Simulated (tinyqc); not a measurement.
Resistance of a source-drain extension with a graded tip: two steps of the calculation.

y runs along the channel, the gate covers y > 0. The doping is N0 for y < y0 and N0 10^(-(y - y0)/la) beyond, uniform over the depth xj. Sheet conductance s(y) = q mu(N) max(N - Nch, 0) xj + (for y > 0) ma Cox Vo, with mu(N) = u0 + (u1 - u0)/(1 + (N/Nr)^au) and Cox = eps0 eox/tox. Current is taken as one-dimensional; depletion of the tip, spreading and the contact are left out. The metallurgical junction lies at yj, where N = Nch.

Parameters, values chosen for the exercise; mobility law close to that of electrons in silicon:
- eox = 21.8 (relative permittivity of the gate insulator (close to hafnium oxide))
- tox = 7.2 nm (insulator thickness)
- N0 = 1.1e20 cm^-3 (active doping of the extension far from the gate)
- la = 1.9 nm/decade (lateral abruptness)
- y0 = 2.6 nm (position under the gate where the fall begins (gate edge at 0))
- xj = 6 nm (depth of the extension)
- Nch = 2.3e18 cm^-3 (channel doping)
- Vo = 0.6 V (gate overdrive)
- ma = 86 cm^2/(V s) (mobility of the gate-induced layer)
- u1 = 1414 cm^2/(V s) (mobility at low doping)
- u0 = 68.5 cm^2/(V s) (mobility at high doping)
- Nr = 9.2e16 cm^-3 (reference doping)
- au = 0.711 (exponent)
- Lg = 90 nm (gate length)

Constants: q = 1.602176634e-19 C, eps0 = 8.8541878128e-14 F/cm where lengths are in cm. Results are converted to the units shown.

Question 1. Sheet resistances and junction position. yj = y0 + la log10(N0/Nch); sheet resistance of the full extension 1/[q mu(N0)(N0 - Nch) xj] and of the gate-induced layer 1/(ma Cox Vo); metallurgical length Lg - 2 yj; ye is where the doped and the gate-induced conductances are equal.

Wanted: yj; sheet resistance of the extension; sheet resistance of the induced layer; metallurgical length; ye; N at ye.

Answer 1.

yj = 5.7914 nm
sheet resistance of the extension = 1251.7 ohm/square
sheet resistance of the induced layer = 7229.0 ohm/square
metallurgical length = 78.417 nm
ye = 4.1650 nm
N at ye = 1.6508e19 cm^-3

The gate takes over 1.63 nm before the junction, where N is still 7.18 times the channel doping.

Question 2. Resistance of the overlapped part. Midpoint rule on 11 equal steps from 0 to yj: R_ov = sum h/s(y), per width.

Give: y; N; doped conductance; sheet resistance; R_ov.

Answer 2.

```
point	y (nm)	N (cm^-3)	doped conductance (uS)	sheet resistance (ohm/square)
0	0.2632	1.100e20	798.9	1067
1	0.7897	1.100e20	798.9	1067
2	1.316	1.100e20	798.9	1067
3	1.843	1.100e20	798.9	1067
4	2.369	1.100e20	798.9	1067
5	2.896	7.687e19	571.1	1410
6	3.422	4.061e19	316.7	2198
7	3.949	2.146e19	176.5	3177
8	4.475	1.134e19	96.43	4260
9	5.002	5.989e18	47.60	5378
10	5.528	3.164e18	14.05	6562
```

R_ov = 14.91 ohm um

Computed by the program tinyqc: `OMP_NUM_THREADS=1 python tinyqc.py 2282298 2282299 out.jsonl`, one thread of a shared Intel Xeon 2.30GHz, about 0.03 s for the whole run.
